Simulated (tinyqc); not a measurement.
Force balance against energy balance: elastic strain and critical thickness of a cubic alloy layer A(1-x)B(x) on a thick substrate. Computed by tinyqc, a small Python program. Command: `OMP_NUM_THREADS=1 python tinyqc.py 3014317 3014318 out.jsonl misfit walk`. One thread of a shared host (Intel(R) Xeon(R) Processor @ 2.30GHz), about 0.01 s of CPU time with the checks.

Strain is positive in tension. The layer is coherent with the substrate unless said otherwise.

Inputs (values chosen for the exercise, for a model alloy):
```
quantity                        value      unit
fraction x of B                  0.17         -
lattice constant a_A            5.653  angstrom
lattice constant a_B            6.096  angstrom
substrate lattice constant a_S   5.66  angstrom
```

Growth plane: (111). Layer: uncapped. Misfit dislocation: edge.

C11, C12, C44 of A (GPa): 108.3  49.89  60.3

C11, C12, C44 of B (GPa): 86.94  37.58  44.56

Method:
- a = (1 - x) a_A + x a_B, the same rule for each C_ij; misfit f = (a_S - a)/a, the in-plane strain of the coherent layer.
- Voigt averages: G = (C11 - C12 + 3 C44)/5, B = (C11 + 2 C12)/3, nu = (3 B - 2 G)/(2 (3 B + G)); b = a/sqrt(2). Edge dislocation with b in the interface: cos alpha = 0, cos lambda = 1.
- Matthews-Blakeslee: h_c = A [ln(h_c/b) + 1], A = b (1 - nu cos^2 alpha)/(8 pi |f| (1 + nu) cos lambda), the factor 8 pi being that of an uncapped layer.
- People-Bean: h_c = P ln(h_c/b), P = (1 - nu)/(1 + nu) b^2/(16 pi sqrt(2) a f^2). The misfit is scaled by 0.25, 0.4, 0.6, 1, 1.5, 2.2 at fixed a, b and nu; the upper root is taken, and rows with A < 1.3 b or P < 3 b, where the roots shrink to the core size or vanish, are left out.

misfit f = -0.0119250

prefactor A = 1.10772 nm

Poisson ratio nu = 0.220066

Burgers vector b = 0.405053 nm

free lattice constant a = 5.72831 angstrom

Critical thickness:
```
|f| (%)  Matthews-Blakeslee (nm)  People-Bean (nm)   ratio
0.2981                    22.164            2533.1  114.29
0.4770                    12.199             868.3   71.18
0.7155                     7.145             338.5   47.38
1.1925                     3.495              99.7   28.54
1.7887                     1.867              36.2   19.37
```

The exponents d ln h_c/d ln f are -1.27 and -2.28 between the first rows, steeper than the -1 and -2 of the prefactors because of the logarithm. The ratio falls from 114 to 19.4 as the misfit grows. Where People-Bean lies above, a layer between the lines is metastable: dislocations would lower the energy but have to be nucleated.
